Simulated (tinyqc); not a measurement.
Raising U: Hubbard ring of 5 sites, mean field against exact. Computed by the program tinyqc. Collinear unrestricted mean field (the lowest of 40 random starts) against exact diagonalisation.

one-body matrix (hopping and site energies) (eV):
```
         1        2        3        4        5
1   0.0000  -0.5100   0.0000   0.0000  -0.5100
2  -0.5100   0.0000  -0.5100   0.0000   0.0000
3   0.0000  -0.5100   0.0000  -0.5100   0.0000
4   0.0000   0.0000  -0.5100   0.0000  -0.5100
5  -0.5100   0.0000   0.0000  -0.5100   0.0000
```

electrons, up and down: 3  1

Exact and mean-field results (eV):
```
U          U/t   E exact  E mean field  mean |n_up - n_down|  double occupancy, exact  first gap in the sector
0.260    0.510  -2.52070      -2.51439                 0.400                    0.110                    0.698
0.510    1.000  -2.38892      -2.36439                 0.400                    0.101                    0.679
1.020    2.000  -2.15721      -2.05839                 0.400                    0.081                    0.616
1.530    3.000  -1.97224      -1.75239                 0.400                    0.064                    0.545
2.040    4.000  -1.82711      -1.44639                 0.400                    0.050                    0.478
4.080    8.000  -1.49620      -1.10695                 0.767                    0.020                    0.307
6.120   12.000  -1.34974      -1.01078                 0.786                    0.010                    0.228
10.200  20.000  -1.22181      -0.93586                 0.795                 3.87e-03                    0.158
```

Estimate the missing row, U = 3.06.

Computed row:
```
U        U/t   E exact  E mean field  mean |n_up - n_down|  double occupancy, exact  first gap in the sector
3.060  6.000  -1.62447      -1.20785                 0.735                    0.031                    0.376
```

In absolute terms mean field is worst at U/t = 6.0, 0.417 eV too high: at small U it is nearly exact, and at large U it still misses the motion of the hole through a fluctuating spin background. Relative to the exact energy its error is 0.3 % at the smallest U, 26 % at most and 23 % at the largest. The double occupancy falls from 0.110 to 0.004.
